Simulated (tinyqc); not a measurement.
Pariser-Parr-Pople SCF with singles CI, for the molecule C=Nc1ccccc1 (SMILES; centres numbered as the heavy atoms are written), step by step. One step of it, computed by the program tinyqc.

Task: Iteration 2: orbitals and new P. Diagonalise F (the basis is taken as orthonormal) and form P = 2 sum c c over the lowest orbitals; 0.3 of the old P is kept.

F (eV), order 1C, 2N, 3C, 4C, 5C, 6C, 7C, 8C:
```
[[-5.342771, -6.032875, 0.075907, 0.434206, -0.007345, -0.254741, -0.005354, 0.570961],
 [-6.032875, -8.143739, -3.984336, 0.025612, 0.078198, -0.007717, 0.065454, 0.023991],
 [0.075907, -3.984336, -5.299344, -4.713865, -0.003784, 0.719301, -0.002746, -4.715910],
 [0.434206, 0.025612, -4.713865, -5.436058, -4.953264, 0.002426, 0.755263, -0.003948],
 [-0.007345, 0.078198, -0.003784, -4.953264, -5.509509, -4.879343, 0.000448, 0.750337],
 [-0.254741, -0.007717, 0.719301, 0.002426, -4.879343, -5.544055, -4.885900, 0.002261],
 [-0.005354, 0.065454, -0.002746, 0.755263, 0.000448, -4.885900, -5.555364, -4.943929],
 [0.570961, 0.023991, -4.715910, -0.003948, 0.750337, 0.002261, -4.943929, -5.546725]]
```

pi electrons, sum of z_r less the charge = 8

P after iteration 1, order 1C, 2N, 3C, 4C, 5C, 6C, 7C, 8C:
```
[[0.888951, 0.911503, -0.028975, -0.236562, 0.005120, 0.184347, 0.003268, -0.244576],
 [0.911503, 1.117363, 0.381543, -0.009670, -0.042386, 0.004690, -0.035484, -0.009060],
 [-0.028975, 0.381543, 0.990475, 0.615057, 0.001444, -0.308118, 0.001048, 0.615873],
 [-0.236562, -0.009670, 0.615057, 1.001614, 0.678740, -0.000926, -0.323539, 0.001507],
 [0.005120, -0.042386, 0.001444, 0.678740, 0.999749, 0.658906, -0.000171, -0.321406],
 [0.184347, 0.004690, -0.308118, -0.000926, 0.658906, 1.000566, 0.660777, -0.000863],
 [0.003268, -0.035484, 0.001048, -0.323539, -0.000171, 0.660777, 0.999875, 0.676268],
 [-0.244576, -0.009060, 0.615873, 0.001507, -0.321406, -0.000863, 0.676268, 1.001407]]
```

Give: orbital energies; P after iteration 2.

Result:

orbital energies (eV): [-15.272, -13.480, -11.213, -10.422, -1.165, 0.191, 1.192, 3.791]

P after iteration 2, order 1C, 2N, 3C, 4C, 5C, 6C, 7C, 8C:
```
[[0.831, 0.912, -0.040, -0.223, 0.006, 0.171, 0.005, -0.235],
 [0.912, 1.177, 0.361, -0.014, -0.039, 0.007, -0.029, -0.013],
 [-0.040, 0.361, 0.979, 0.619, 0.005, -0.312, 0.001, 0.621],
 [-0.223, -0.014, 0.619, 1.001, 0.678, -0.003, -0.325, 0.007],
 [0.006, -0.039, 0.005, 0.678, 1.000, 0.659, -0.002, -0.322],
 [0.171, 0.007, -0.312, -0.003, 0.659, 1.003, 0.662, -0.005],
 [0.005, -0.029, 0.001, -0.325, -0.002, 0.662, 1.001, 0.674],
 [-0.235, -0.013, 0.621, 0.007, -0.322, -0.005, 0.674, 1.007]]
```
